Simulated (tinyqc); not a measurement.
Inside a calculation. Method: UKS/PBE0 in the sto-3g basis, for Li, spin multiplicity 2. Computed by tinyqc, a small Python program that keeps every step (integrals from PySCF). Settings: charge = 0, multiplicity = 2, basis = sto-3g, energy threshold = 1e-09, iteration cap = 90, orthogonalisation = symmetric, start = Wolfsberg-Helmholz matrix, DIIS depth = 3, method = UKS, functional = pbe0, grid = [10, 26]. Command: `OMP_NUM_THREADS=1 python tinyqc.py 24555 24556 out.jsonl` (the two numbers bound the seeds that draw the settings). One thread of a shared host (Intel(R) Xeon(R) Processor @ 2.60GHz), about 0.9 s of CPU time with the checks. Later iterations appear only in the table of the cycle.

## One-electron integrals

Geometry (angstrom):
```
atom       x       y       z
Li    0.0000  0.0000  0.0000
```

Basis sto-3g: exponents (1/bohr^2) and contraction coefficients of normalised primitives:
```
element  l (shell)  exponent  coefficient
Li           s (1)   16.1196       0.1543
Li           s (1)    2.9362       0.5353
Li           s (1)    0.7947       0.4446
Li           s (2)    0.6363      -0.1000
Li           s (2)    0.1479       0.3995
Li           s (2)    0.0481       0.7001
Li           p (3)    0.6363       0.1559
Li           p (3)    0.1479       0.6077
Li           p (3)    0.0481       0.3920
```

Overlap, kinetic and nuclear-attraction integrals over the contracted functions; the nuclear repulsion is the sum of Za Zb / Rab.

nuclear repulsion = 0 hartree

overlap S, order 1Li 1s, 1Li 2s, 1Li 2px, 1Li 2py, 1Li 2pz:
```
[[1.0000, 0.2411, 0.0000, 0.0000, 0.0000],
 [0.2411, 1.0000, 0.0000, 0.0000, 0.0000],
 [0.0000, 0.0000, 1.0000, 0.0000, 0.0000],
 [0.0000, 0.0000, 0.0000, 1.0000, 0.0000],
 [0.0000, 0.0000, 0.0000, 0.0000, 1.0000]]
```

kinetic energy T (hartree), order 1Li 1s, 1Li 2s, 1Li 2px, 1Li 2py, 1Li 2pz:
```
[[3.5768, -0.0202, 0.0000, 0.0000, 0.0000],
 [-0.0202, 0.1022, 0.0000, 0.0000, 0.0000],
 [0.0000, 0.0000, 0.3197, 0.0000, 0.0000],
 [0.0000, 0.0000, 0.0000, 0.3197, 0.0000],
 [0.0000, 0.0000, 0.0000, 0.0000, 0.3197]]
```

nuclear attraction V (hartree), order 1Li 1s, 1Li 2s, 1Li 2px, 1Li 2py, 1Li 2pz:
```
[[-7.9829, -0.9643, 0.0000, 0.0000, 0.0000],
 [-0.9643, -1.2069, 0.0000, 0.0000, 0.0000],
 [0.0000, 0.0000, -1.1973, 0.0000, 0.0000],
 [0.0000, 0.0000, 0.0000, -1.1973, 0.0000],
 [0.0000, 0.0000, 0.0000, 0.0000, -1.1973]]
```

core Hamiltonian H = T + V (hartree), order 1Li 1s, 1Li 2s, 1Li 2px, 1Li 2py, 1Li 2pz:
```
[[-4.4061, -0.9846, 0.0000, 0.0000, 0.0000],
 [-0.9846, -1.1048, 0.0000, 0.0000, 0.0000],
 [0.0000, 0.0000, -0.8776, 0.0000, 0.0000],
 [0.0000, 0.0000, 0.0000, -0.8776, 0.0000],
 [0.0000, 0.0000, 0.0000, 0.0000, -0.8776]]
```

## Two-electron integrals

Functions are numbered as in S; the eight-fold symmetry (ij|kl) = (ji|kl) = (kl|ij) leaves the list below.

Two-electron integrals (ij|kl) in chemists' order, unique and non-zero (hartree):
```
(11|11) 1.6804   (21|11) 0.2654   (21|21) 0.0499   (22|11) 0.3977
(22|21) 0.0929   (22|22) 0.2906   (31|31) 0.0090   (32|31) 0.0138
(32|32) 0.0642   (33|11) 0.3966   (33|21) 0.0929   (33|22) 0.2905
(33|33) 0.3129   (41|41) 0.0090   (42|41) 0.0138   (42|42) 0.0642
(43|43) 0.0169   (44|11) 0.3966   (44|21) 0.0929   (44|22) 0.2905
(44|33) 0.2792   (44|44) 0.3129   (51|51) 0.0090   (52|51) 0.0138
(52|52) 0.0642   (53|53) 0.0169   (54|54) 0.0169   (55|11) 0.3966
(55|21) 0.0929   (55|22) 0.2905   (55|33) 0.2792   (55|44) 0.2792
(55|55) 0.3129
```

## Orthogonalisation

S = U s U^T; symmetric (Loewdin) form X = U s^(-1/2) U^T, so that X^T S X = 1.

eigenvalues of S: [0.7589, 1.0000, 1.0000, 1.0000, 1.2411]

X, order 1Li 1s, 1Li 2s, 1Li 2px, 1Li 2py, 1Li 2pz:
```
[[1.0228, -0.1252, 0.0000, 0.0000, 0.0000],
 [-0.1252, 1.0228, 0.0000, 0.0000, 0.0000],
 [0.0000, 0.0000, 1.0000, 0.0000, 0.0000],
 [0.0000, 0.0000, 0.0000, 1.0000, 0.0000],
 [0.0000, 0.0000, 0.0000, 0.0000, 1.0000]]
```

## Starting guess

The start is the generalised Wolfsberg-Helmholz matrix (K = 1.75) built on H; D(s) = C_occ C_occ^T for each spin.

D(alpha) at the start, order 1Li 1s, 1Li 2s, 1Li 2px, 1Li 2py, 1Li 2pz:
```
[[0.9848, 0.0297, 0.0000, 0.0000, 0.0000],
 [0.0297, 0.0009, 0.0000, 0.0000, 0.0000],
 [0.0000, 0.0000, 1.0000, 0.0000, 0.0000],
 [0.0000, 0.0000, 0.0000, 0.0000, 0.0000],
 [0.0000, 0.0000, 0.0000, 0.0000, 0.0000]]
```

D(beta) at the start, order 1Li 1s, 1Li 2s, 1Li 2px, 1Li 2py, 1Li 2pz:
```
[[0.9848, 0.0297, 0.0000, 0.0000, 0.0000],
 [0.0297, 0.0009, 0.0000, 0.0000, 0.0000],
 [0.0000, 0.0000, 0.0000, 0.0000, 0.0000],
 [0.0000, 0.0000, 0.0000, 0.0000, 0.0000],
 [0.0000, 0.0000, 0.0000, 0.0000, 0.0000]]
```

## Iteration 1: exchange-correlation on the grid

Becke grid with 10 radial and 26 angular points per atom, points of zero weight dropped. rho = sum D_ij phi_i phi_j; V_xc,ij = sum w v_xc phi_i phi_j plus the gradient terms; v_xc is d(rho eps)/d rho(s) for spin s at fixed gradient. Exact exchange is left to K.

The 8 grid points with the largest w rho, of 260 (bohr, atomic units):
```
x              y        z        w  rho(alpha)  rho(beta)   eps_xc  v_xc(alpha)
-2.3814   0.0000   0.0000   4.3459      0.0127   2.43e-05  -0.1832      -0.2403
2.3814    0.0000   0.0000   4.3459      0.0127   2.43e-05  -0.1832      -0.2403
-3.9344   0.0000   0.0000  17.1812      0.0031   8.74e-07  -0.1229      -0.1369
3.9344    0.0000   0.0000  17.1812      0.0031   8.74e-07  -0.1229      -0.1369
0.6506    0.0000   0.0000   0.1314      0.2056     0.1913  -0.5046      -0.5525
-0.6506   0.0000   0.0000   0.1314      0.2056     0.1913  -0.5046      -0.5525
0.0000   -0.6506   0.0000   0.1314      0.1913     0.1913  -0.5045      -0.5368
0.0000    0.0000  -0.6506   0.1314      0.1913     0.1913  -0.5045      -0.5368
```

electrons on the grid, sum of w rho = 3.0393

E_xc = sum of w rho eps_xc = -1.442089 hartree

V_xc(alpha) (hartree), order 1Li 1s, 1Li 2s, 1Li 2px, 1Li 2py, 1Li 2pz:
```
[[-0.8418, -0.1098, 0.0000, 0.0000, 0.0000],
 [-0.1098, -0.1309, 0.0000, 0.0000, 0.0000],
 [0.0000, 0.0000, -0.1798, 0.0000, 0.0000],
 [0.0000, 0.0000, 0.0000, -0.1047, 0.0000],
 [0.0000, 0.0000, 0.0000, 0.0000, -0.1047]]
```

V_xc(beta) (hartree), order 1Li 1s, 1Li 2s, 1Li 2px, 1Li 2py, 1Li 2pz:
```
[[-0.8368, -0.1066, 0.0000, 0.0000, 0.0000],
 [-0.1066, -0.0796, 0.0000, 0.0000, 0.0000],
 [0.0000, 0.0000, -0.0883, 0.0000, 0.0000],
 [0.0000, 0.0000, 0.0000, -0.0738, 0.0000],
 [0.0000, 0.0000, 0.0000, 0.0000, -0.0738]]
```

## Iteration 1: building the Kohn-Sham matrix

J_ij = sum D_kl (ij|kl) with D = D(alpha) + D(beta), K_ij = sum D_kl (ik|jl) for each spin; F = H + J - 0.25 K(s) + V_xc; E = tr D H + tr D J / 2 - 0.125 sum_s tr D(s) K(s) + E_xc + E_nn.

Coulomb J (hartree), order 1Li 1s, 1Li 2s, 1Li 2px, 1Li 2py, 1Li 2pz:
```
[[3.7385, 0.6217, 0.0000, 0.0000, 0.0000],
 [0.6217, 1.0854, 0.0000, 0.0000, 0.0000],
 [0.0000, 0.0000, 1.1057, 0.0000, 0.0000],
 [0.0000, 0.0000, 0.0000, 1.0720, 0.0000],
 [0.0000, 0.0000, 0.0000, 0.0000, 1.0720]]
```

exchange K(alpha) (hartree), order 1Li 1s, 1Li 2s, 1Li 2px, 1Li 2py, 1Li 2pz:
```
[[1.6796, 0.2885, 0.0000, 0.0000, 0.0000],
 [0.2885, 0.1191, 0.0000, 0.0000, 0.0000],
 [0.0000, 0.0000, 0.3227, 0.0000, 0.0000],
 [0.0000, 0.0000, 0.0000, 0.0266, 0.0000],
 [0.0000, 0.0000, 0.0000, 0.0000, 0.0266]]
```

exchange K(beta) (hartree), order 1Li 1s, 1Li 2s, 1Li 2px, 1Li 2py, 1Li 2pz:
```
[[1.6706, 0.2748, 0.0000, 0.0000, 0.0000],
 [0.2748, 0.0550, 0.0000, 0.0000, 0.0000],
 [0.0000, 0.0000, 0.0097, 0.0000, 0.0000],
 [0.0000, 0.0000, 0.0000, 0.0097, 0.0000],
 [0.0000, 0.0000, 0.0000, 0.0000, 0.0097]]
```

F(alpha) (hartree), order 1Li 1s, 1Li 2s, 1Li 2px, 1Li 2py, 1Li 2pz:
```
[[-1.9293, -0.5448, 0.0000, 0.0000, 0.0000],
 [-0.5448, -0.1800, 0.0000, 0.0000, 0.0000],
 [0.0000, 0.0000, -0.0323, 0.0000, 0.0000],
 [0.0000, 0.0000, 0.0000, 0.0830, 0.0000],
 [0.0000, 0.0000, 0.0000, 0.0000, 0.0830]]
```

F(beta) (hartree), order 1Li 1s, 1Li 2s, 1Li 2px, 1Li 2py, 1Li 2pz:
```
[[-1.9220, -0.5381, 0.0000, 0.0000, 0.0000],
 [-0.5381, -0.1127, 0.0000, 0.0000, 0.0000],
 [0.0000, 0.0000, 0.1374, 0.0000, 0.0000],
 [0.0000, 0.0000, 0.0000, 0.1181, 0.0000],
 [0.0000, 0.0000, 0.0000, 0.0000, 0.1181]]
```

total energy of this density = -7.301233 hartree

## Iteration 1: diagonalisation and new density

Diagonalise F' = X^T F X, C = X C', fill 2 alpha and 1 beta electrons from the bottom; D(s) = C_occ C_occ^T. Each column has its largest component positive (the first on a tie).

F' = X^T F X (alpha) (hartree):
```
[[-1.8815, -0.3084, 0.0000, 0.0000, 0.0000],
 [-0.3084, -0.0790, 0.0000, 0.0000, 0.0000],
 [0.0000, 0.0000, -0.0323, 0.0000, 0.0000],
 [0.0000, 0.0000, 0.0000, 0.0830, 0.0000],
 [0.0000, 0.0000, 0.0000, 0.0000, 0.0830]]
```

orbital energies (alpha) (hartree): [-1.9328, -0.0323, -0.0277, 0.0830, 0.0830]

coefficients C (alpha), order 1Li 1s, 1Li 2s, 1Li 2px, 1Li 2py, 1Li 2pz:
```
[[0.9884, 0.0000, -0.2913, 0.0000, 0.0000],
 [0.0444, 0.0000, 1.0295, 0.0000, 0.0000],
 [0.0000, 1.0000, 0.0000, 0.0000, 0.0000],
 [0.0000, 0.0000, 0.0000, -0.0953, 0.9955],
 [0.0000, 0.0000, 0.0000, 0.9955, 0.0953]]
```

F' = X^T F X (beta) (hartree):
```
[[-1.8745, -0.3109, 0.0000, 0.0000, 0.0000],
 [-0.3109, -0.0102, 0.0000, 0.0000, 0.0000],
 [0.0000, 0.0000, 0.1374, 0.0000, 0.0000],
 [0.0000, 0.0000, 0.0000, 0.1181, 0.0000],
 [0.0000, 0.0000, 0.0000, 0.0000, 0.1181]]
```

orbital energies (beta) (hartree): [-1.9250, 0.0403, 0.1181, 0.1181, 0.1374]

coefficients C (beta), order 1Li 1s, 1Li 2s, 1Li 2px, 1Li 2py, 1Li 2pz:
```
[[0.9895, -0.2875, 0.0000, 0.0000, 0.0000],
 [0.0404, 1.0296, 0.0000, 0.0000, 0.0000],
 [0.0000, 0.0000, 0.0000, 0.0000, 1.0000],
 [0.0000, 0.0000, 0.9340, -0.3572, 0.0000],
 [0.0000, 0.0000, 0.3572, 0.9340, 0.0000]]
```

D(alpha) after iteration 1, order 1Li 1s, 1Li 2s, 1Li 2px, 1Li 2py, 1Li 2pz:
```
[[0.9769, 0.0439, 0.0000, 0.0000, 0.0000],
 [0.0439, 0.0020, 0.0000, 0.0000, 0.0000],
 [0.0000, 0.0000, 1.0000, 0.0000, 0.0000],
 [0.0000, 0.0000, 0.0000, 0.0000, 0.0000],
 [0.0000, 0.0000, 0.0000, 0.0000, 0.0000]]
```

D(beta) after iteration 1, order 1Li 1s, 1Li 2s, 1Li 2px, 1Li 2py, 1Li 2pz:
```
[[0.9791, 0.0400, 0.0000, 0.0000, 0.0000],
 [0.0400, 0.0016, 0.0000, 0.0000, 0.0000],
 [0.0000, 0.0000, 0.0000, 0.0000, 0.0000],
 [0.0000, 0.0000, 0.0000, 0.0000, 0.0000],
 [0.0000, 0.0000, 0.0000, 0.0000, 0.0000]]
```

Within a degenerate level the vectors are fixed only up to a rotation; this is one choice.

## Iteration 2: exchange-correlation on the grid

As before.

The 8 grid points with the largest w rho, of 260 (bohr, atomic units):
```
x              y        z        w  rho(alpha)  rho(beta)   eps_xc  v_xc(alpha)
2.3814    0.0000   0.0000   4.3459      0.0127   3.16e-05  -0.1832      -0.2404
-2.3814   0.0000   0.0000   4.3459      0.0127   3.16e-05  -0.1832      -0.2404
3.9344    0.0000   0.0000  17.1812      0.0031   1.59e-06  -0.1229      -0.1369
-3.9344   0.0000   0.0000  17.1812      0.0031   1.59e-06  -0.1229      -0.1369
0.6506    0.0000   0.0000   0.1314      0.2050     0.1909  -0.5040      -0.5522
-0.6506   0.0000   0.0000   0.1314      0.2050     0.1909  -0.5040      -0.5522
0.0000    0.0000  -0.6506   0.1314      0.1907     0.1909  -0.5039      -0.5363
0.0000   -0.6506   0.0000   0.1314      0.1907     0.1909  -0.5039      -0.5363
```

electrons on the grid, sum of w rho = 3.0390

E_xc = sum of w rho eps_xc = -1.436178 hartree

V_xc(alpha) (hartree), order 1Li 1s, 1Li 2s, 1Li 2px, 1Li 2py, 1Li 2pz:
```
[[-0.8407, -0.1098, 0.0000, 0.0000, 0.0000],
 [-0.1098, -0.1324, 0.0000, 0.0000, 0.0000],
 [0.0000, 0.0000, -0.1799, 0.0000, 0.0000],
 [0.0000, 0.0000, 0.0000, -0.1069, 0.0000],
 [0.0000, 0.0000, 0.0000, 0.0000, -0.1069]]
```

V_xc(beta) (hartree), order 1Li 1s, 1Li 2s, 1Li 2px, 1Li 2py, 1Li 2pz:
```
[[-0.8360, -0.1067, 0.0000, 0.0000, 0.0000],
 [-0.1067, -0.0846, 0.0000, 0.0000, 0.0000],
 [0.0000, 0.0000, -0.0949, 0.0000, 0.0000],
 [0.0000, 0.0000, 0.0000, -0.0780, 0.0000],
 [0.0000, 0.0000, 0.0000, 0.0000, -0.0780]]
```

## Iteration 2: building the Kohn-Sham matrix

As before.

Coulomb J (hartree), order 1Li 1s, 1Li 2s, 1Li 2px, 1Li 2py, 1Li 2pz:
```
[[3.7294, 0.6207, 0.0000, 0.0000, 0.0000],
 [0.6207, 1.0851, 0.0000, 0.0000, 0.0000],
 [0.0000, 0.0000, 1.1054, 0.0000, 0.0000],
 [0.0000, 0.0000, 0.0000, 1.0716, 0.0000],
 [0.0000, 0.0000, 0.0000, 0.0000, 1.0716]]
```

exchange K(alpha) (hartree), order 1Li 1s, 1Li 2s, 1Li 2px, 1Li 2py, 1Li 2pz:
```
[[1.6739, 0.2929, 0.0000, 0.0000, 0.0000],
 [0.2929, 0.1217, 0.0000, 0.0000, 0.0000],
 [0.0000, 0.0000, 0.3231, 0.0000, 0.0000],
 [0.0000, 0.0000, 0.0000, 0.0270, 0.0000],
 [0.0000, 0.0000, 0.0000, 0.0000, 0.0270]]
```

exchange K(beta) (hartree), order 1Li 1s, 1Li 2s, 1Li 2px, 1Li 2py, 1Li 2pz:
```
[[1.6666, 0.2779, 0.0000, 0.0000, 0.0000],
 [0.2779, 0.0568, 0.0000, 0.0000, 0.0000],
 [0.0000, 0.0000, 0.0100, 0.0000, 0.0000],
 [0.0000, 0.0000, 0.0000, 0.0100, 0.0000],
 [0.0000, 0.0000, 0.0000, 0.0000, 0.0100]]
```

F(alpha) (hartree), order 1Li 1s, 1Li 2s, 1Li 2px, 1Li 2py, 1Li 2pz:
```
[[-1.9359, -0.5469, 0.0000, 0.0000, 0.0000],
 [-0.5469, -0.1825, 0.0000, 0.0000, 0.0000],
 [0.0000, 0.0000, -0.0329, 0.0000, 0.0000],
 [0.0000, 0.0000, 0.0000, 0.0804, 0.0000],
 [0.0000, 0.0000, 0.0000, 0.0000, 0.0804]]
```

F(beta) (hartree), order 1Li 1s, 1Li 2s, 1Li 2px, 1Li 2py, 1Li 2pz:
```
[[-1.9293, -0.5400, 0.0000, 0.0000, 0.0000],
 [-0.5400, -0.1185, 0.0000, 0.0000, 0.0000],
 [0.0000, 0.0000, 0.1304, 0.0000, 0.0000],
 [0.0000, 0.0000, 0.0000, 0.1136, 0.0000],
 [0.0000, 0.0000, 0.0000, 0.0000, 0.1136]]
```

total energy of this density = -7.301819 hartree

## Iteration 2: DIIS over 2 matrices

error matrix X^T (FDS - SDF) X (alpha):
```
[[0.0000, 0.0003, 0.0000, 0.0000, 0.0000],
 [-0.0003, 0.0000, 0.0000, 0.0000, 0.0000],
 [0.0000, 0.0000, 0.0000, 0.0000, 0.0000],
 [0.0000, 0.0000, 0.0000, 0.0000, 0.0000],
 [0.0000, 0.0000, 0.0000, 0.0000, 0.0000]]
```

B (overlaps of the stored error matrices):
```
[[2.2323716e-03, 1.8962645e-05],
 [1.8962645e-05, 2.1550914e-07]]
```

Minimise |sum c_i e_i|^2 with sum c_i = 1: solve [B -1; -1 0][c; lambda] = [0; -1] with B_ij = tr e_i^T e_j summed over both spins, and take F = sum c_i F_i.

DIIS coefficients: [-0.0085, 1.0085]

extrapolated F(alpha) (hartree), order 1Li 1s, 1Li 2s, 1Li 2px, 1Li 2py, 1Li 2pz:
```
[[-1.9360, -0.5469, 0.0000, 0.0000, 0.0000],
 [-0.5469, -0.1825, 0.0000, 0.0000, 0.0000],
 [0.0000, 0.0000, -0.0329, 0.0000, 0.0000],
 [0.0000, 0.0000, 0.0000, 0.0804, 0.0000],
 [0.0000, 0.0000, 0.0000, 0.0000, 0.0804]]
```

extrapolated F(beta) (hartree), order 1Li 1s, 1Li 2s, 1Li 2px, 1Li 2py, 1Li 2pz:
```
[[-1.9294, -0.5400, 0.0000, 0.0000, 0.0000],
 [-0.5400, -0.1185, 0.0000, 0.0000, 0.0000],
 [0.0000, 0.0000, 0.1303, 0.0000, 0.0000],
 [0.0000, 0.0000, 0.0000, 0.1135, 0.0000],
 [0.0000, 0.0000, 0.0000, 0.0000, 0.1135]]
```

## Iteration 2: diagonalisation and new density

As before.

F' = X^T F X (alpha) (hartree):
```
[[-1.8880, -0.3095, 0.0000, 0.0000, 0.0000],
 [-0.3095, -0.0813, 0.0000, 0.0000, 0.0000],
 [0.0000, 0.0000, -0.0329, 0.0000, 0.0000],
 [0.0000, 0.0000, 0.0000, 0.0804, 0.0000],
 [0.0000, 0.0000, 0.0000, 0.0000, 0.0804]]
```

orbital energies (alpha) (hartree): [-1.9395, -0.0329, -0.0297, 0.0804, 0.0804]

coefficients C (alpha), order 1Li 1s, 1Li 2s, 1Li 2px, 1Li 2py, 1Li 2pz:
```
[[0.9883, 0.0000, -0.2915, 0.0000, 0.0000],
 [0.0445, 0.0000, 1.0294, 0.0000, 0.0000],
 [0.0000, 1.0000, 0.0000, 0.0000, 0.0000],
 [0.0000, 0.0000, 0.0000, 0.7599, -0.6500],
 [0.0000, 0.0000, 0.0000, 0.6500, 0.7599]]
```

F' = X^T F X (beta) (hartree):
```
[[-1.8819, -0.3112, 0.0000, 0.0000, 0.0000],
 [-0.3112, -0.0159, 0.0000, 0.0000, 0.0000],
 [0.0000, 0.0000, 0.1303, 0.0000, 0.0000],
 [0.0000, 0.0000, 0.0000, 0.1135, 0.0000],
 [0.0000, 0.0000, 0.0000, 0.0000, 0.1135]]
```

orbital energies (beta) (hartree): [-1.9324, 0.0346, 0.1135, 0.1135, 0.1303]

coefficients C (beta), order 1Li 1s, 1Li 2s, 1Li 2px, 1Li 2py, 1Li 2pz:
```
[[0.9895, -0.2875, 0.0000, 0.0000, 0.0000],
 [0.0404, 1.0296, 0.0000, 0.0000, 0.0000],
 [0.0000, 0.0000, 0.0000, 0.0000, 1.0000],
 [0.0000, 0.0000, 0.9999, -0.0146, 0.0000],
 [0.0000, 0.0000, 0.0146, 0.9999, 0.0000]]
```

D(alpha) after iteration 2, order 1Li 1s, 1Li 2s, 1Li 2px, 1Li 2py, 1Li 2pz:
```
[[0.9768, 0.0440, 0.0000, 0.0000, 0.0000],
 [0.0440, 0.0020, 0.0000, 0.0000, 0.0000],
 [0.0000, 0.0000, 1.0000, 0.0000, 0.0000],
 [0.0000, 0.0000, 0.0000, 0.0000, 0.0000],
 [0.0000, 0.0000, 0.0000, 0.0000, 0.0000]]
```

D(beta) after iteration 2, order 1Li 1s, 1Li 2s, 1Li 2px, 1Li 2py, 1Li 2pz:
```
[[0.9791, 0.0400, 0.0000, 0.0000, 0.0000],
 [0.0400, 0.0016, 0.0000, 0.0000, 0.0000],
 [0.0000, 0.0000, 0.0000, 0.0000, 0.0000],
 [0.0000, 0.0000, 0.0000, 0.0000, 0.0000],
 [0.0000, 0.0000, 0.0000, 0.0000, 0.0000]]
```

Within a degenerate level the vectors are fixed only up to a rotation; this is one choice.

## Iteration 4 (converged): orbitals

converged F(alpha) (hartree), order 1Li 1s, 1Li 2s, 1Li 2px, 1Li 2py, 1Li 2pz:
```
[[-1.9360, -0.5469, 0.0000, 0.0000, 0.0000],
 [-0.5469, -0.1825, 0.0000, 0.0000, 0.0000],
 [0.0000, 0.0000, -0.0329, 0.0000, 0.0000],
 [0.0000, 0.0000, 0.0000, 0.0804, 0.0000],
 [0.0000, 0.0000, 0.0000, 0.0000, 0.0804]]
```

converged F(beta) (hartree), order 1Li 1s, 1Li 2s, 1Li 2px, 1Li 2py, 1Li 2pz:
```
[[-1.9294, -0.5400, 0.0000, 0.0000, 0.0000],
 [-0.5400, -0.1185, 0.0000, 0.0000, 0.0000],
 [0.0000, 0.0000, 0.1303, 0.0000, 0.0000],
 [0.0000, 0.0000, 0.0000, 0.1135, 0.0000],
 [0.0000, 0.0000, 0.0000, 0.0000, 0.1135]]
```

As before.

F' = X^T F X (alpha) (hartree):
```
[[-1.8880, -0.3095, 0.0000, 0.0000, 0.0000],
 [-0.3095, -0.0813, 0.0000, 0.0000, 0.0000],
 [0.0000, 0.0000, -0.0329, 0.0000, 0.0000],
 [0.0000, 0.0000, 0.0000, 0.0804, 0.0000],
 [0.0000, 0.0000, 0.0000, 0.0000, 0.0804]]
```

orbital energies (alpha) (hartree): [-1.9395, -0.0329, -0.0297, 0.0804, 0.0804]

coefficients C (alpha), order 1Li 1s, 1Li 2s, 1Li 2px, 1Li 2py, 1Li 2pz:
```
[[0.9883, 0.0000, -0.2915, 0.0000, 0.0000],
 [0.0446, 0.0000, 1.0294, 0.0000, 0.0000],
 [0.0000, 1.0000, 0.0000, 0.0000, 0.0000],
 [0.0000, 0.0000, 0.0000, 0.9811, -0.1935],
 [0.0000, 0.0000, 0.0000, 0.1935, 0.9811]]
```

F' = X^T F X (beta) (hartree):
```
[[-1.8819, -0.3112, 0.0000, 0.0000, 0.0000],
 [-0.3112, -0.0159, 0.0000, 0.0000, 0.0000],
 [0.0000, 0.0000, 0.1303, 0.0000, 0.0000],
 [0.0000, 0.0000, 0.0000, 0.1135, 0.0000],
 [0.0000, 0.0000, 0.0000, 0.0000, 0.1135]]
```

orbital energies (beta) (hartree): [-1.9324, 0.0346, 0.1135, 0.1135, 0.1303]

coefficients C (beta), order 1Li 1s, 1Li 2s, 1Li 2px, 1Li 2py, 1Li 2pz:
```
[[0.9895, -0.2875, 0.0000, 0.0000, 0.0000],
 [0.0404, 1.0296, 0.0000, 0.0000, 0.0000],
 [0.0000, 0.0000, 0.0000, 0.0000, 1.0000],
 [0.0000, 0.0000, 0.1545, 0.9880, 0.0000],
 [0.0000, 0.0000, 0.9880, -0.1545, 0.0000]]
```

D(alpha) after iteration 4, order 1Li 1s, 1Li 2s, 1Li 2px, 1Li 2py, 1Li 2pz:
```
[[0.9768, 0.0440, 0.0000, 0.0000, 0.0000],
 [0.0440, 0.0020, 0.0000, 0.0000, 0.0000],
 [0.0000, 0.0000, 1.0000, 0.0000, 0.0000],
 [0.0000, 0.0000, 0.0000, 0.0000, 0.0000],
 [0.0000, 0.0000, 0.0000, 0.0000, 0.0000]]
```

D(beta) after iteration 4, order 1Li 1s, 1Li 2s, 1Li 2px, 1Li 2py, 1Li 2pz:
```
[[0.9791, 0.0400, 0.0000, 0.0000, 0.0000],
 [0.0400, 0.0016, 0.0000, 0.0000, 0.0000],
 [0.0000, 0.0000, 0.0000, 0.0000, 0.0000],
 [0.0000, 0.0000, 0.0000, 0.0000, 0.0000],
 [0.0000, 0.0000, 0.0000, 0.0000, 0.0000]]
```

Within a degenerate level the vectors are fixed only up to a rotation; this is one choice.

## Convergence

Stop when the energy changes by less than 1e-09 hartree and every element of the error matrix X^T (F D S - S D F) X (for each spin) is below 9e-06.

Course of the cycle:
```
iteration  E (hartree)     change  largest element of the error matrix
1            -7.301233          -                             2.68e-02
2            -7.301819  -5.85e-04                             3.26e-04
3            -7.301819  -5.80e-08                             9.93e-06
4            -7.301819  -8.67e-11                             5.01e-08
```

PySCF UKS in the same basis, fine grid, after a stability check = -7.347102 hartree

Converged in 4 iterations. The coarse grid moves the energy by +4.53e-02 hartree.

## Populations

Mulliken: Z minus the diagonal of D S on the atom; Loewdin: the same with S^(1/2) D S^(1/2).

Charges (e):
```
atom  Mulliken  Loewdin  Mulliken spin
1Li     0.0000        0         1.0000
```

<S^2> of the determinant (pure state: 0.75) = 0.7500
